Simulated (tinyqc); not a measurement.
# Read current of a NAND string, cells in series solved by shooting: two studies

Cells in series, numbered from 0 at the source line (0 V) to the bit line, each followed by a gap resistance Rg. A cell with gate Vg, threshold VT, source Vs and drain Vd passes I = 2 nf K Vt^2 [F(Vs) - F(Vd)]/(1 + th max(Vg - VT, 0)), F(V) = ln^2(1 + exp((Vg - VT - nf V)/(2 nf Vt))). The selected cell has Vg = Vr, the others Vg = Vp.

Values chosen for this exercise; values of the order met in vertical NAND strings:
```
symbol  value    unit                                 meaning
T         300       K                             temperature
K          15  uA/V^2                   gain factor of a cell
nf        1.4                                    slope factor
th       0.15     1/V               mobility reduction factor
Rg         28    kohm     resistance of the gap between cells
Vbl       0.5       V                        bit-line voltage
Vp        6.2       V                            pass voltage
Ve       -2.3       V             threshold of an erased cell
Vh        3.5       V          threshold of the highest state
Vx        0.6       V          threshold of the selected cell
Is         50      nA                         sensing current
Vr       1.42       V  read voltage on the selected word line
```

Constants: q = 1.602176634e-19 C, kB = 1.380649e-23 J/K, Vt = kB T/q. Results are converted to the units shown.

Each table varies one quantity; the others keep the values above.

## Read current against the number of cells

For a trial current I start at 0 V and, cell by cell, solve for the drain: sqrt(F(Vd)) = sqrt(F(Vs) - I/k), k = 2 nf K Vt^2/(1 + th max(Vg - VT, 0)), Vd = [Vg - VT - 2 nf Vt ln(exp(sqrt F) - 1)]/nf, then add I Rg. The string current is the I for which the last node reaches Vbl. The apparent threshold is the Vr at which I = Is. Background: all other cells erased (VT = Ve) or all in the highest state (VT = Vh); ratio and shift are high over erased and high minus erased. The selected cell is in the middle, cell n/2.

Read current against the number of cells:
columns A: n; B: I, others erased (uA); C: I, others high (uA); D: ratio; E: apparent VT, erased (V); F: apparent VT, high (V); G: background shift (mV)
```
A          B        C       D       E       F      G
8     0.9675   0.7538  0.7791  0.6882  0.6930  4.789
16    0.5632   0.4153  0.7373  0.7012  0.7108  9.635
32    0.3063   0.2183  0.7128  0.7271  0.7466  19.50
64    0.1601   0.1120  0.6996  0.7792  0.8191  39.98
96    0.1083  0.07530  0.6951  0.8313  0.8931  61.80
128  0.08188  0.05672  0.6928  0.8837  0.9836  99.93
```

What does the table show?

With erased neighbours the current falls from 0.967 to 0.0819 uA, as n^(-0.78) between the first two rows and n^(-0.97) between the last two (-1 once the series resistance rules). The ratio falls from 0.779 to 0.693 and the background shift rises from 4.79 to 99.9 mV.

## Effect of the bit-line voltage

Same model as above.

The string has 32 cells and the selected one is cell 16.

Results:
columns A: Vbl (V); B: I, others erased (uA); C: I, others high (uA); D: ratio; E: apparent VT, erased (V); F: apparent VT, high (V); G: background shift (mV)
```
A         B        C       D       E       F      G
0.2  0.1275  0.09346  0.7329  0.7289  0.7517  22.71
0.3  0.1892   0.1373  0.7260  0.7272  0.7468  19.60
0.4  0.2489   0.1790  0.7192  0.7271  0.7466  19.51
0.6  0.3602   0.2548  0.7075  0.7271  0.7466  19.50
0.7  0.4091   0.2881  0.7042  0.7271  0.7466  19.50
0.8  0.4495   0.3171  0.7056  0.7271  0.7466  19.50
```

Estimate the missing row, Vbl = 0.5 V.

Computed row:
columns A: Vbl (V); B: I, others erased (uA); C: I, others high (uA); D: ratio; E: apparent VT, erased (V); F: apparent VT, high (V); G: background shift (mV)
```
A         B       C       D       E       F      G
0.5  0.3063  0.2183  0.7128  0.7271  0.7466  19.50
```

With this row back in the table: As Vbl goes from 0.2 to 0.8 V, the current with erased neighbours rises from 0.128 to 0.449 uA, that with high neighbours rises from 0.0935 to 0.317 uA and the ratio goes from 0.733 through a minimum of 0.704 (at Vbl = 0.7 among the rows listed) to 0.706. The background shift falls from 22.7 to 19.5 mV.

tinyqc, about 0.4 s, one thread, Intel Xeon 2.30GHz (shared host): `OMP_NUM_THREADS=1 python tinyqc.py 2142101 2142102 out.jsonl`
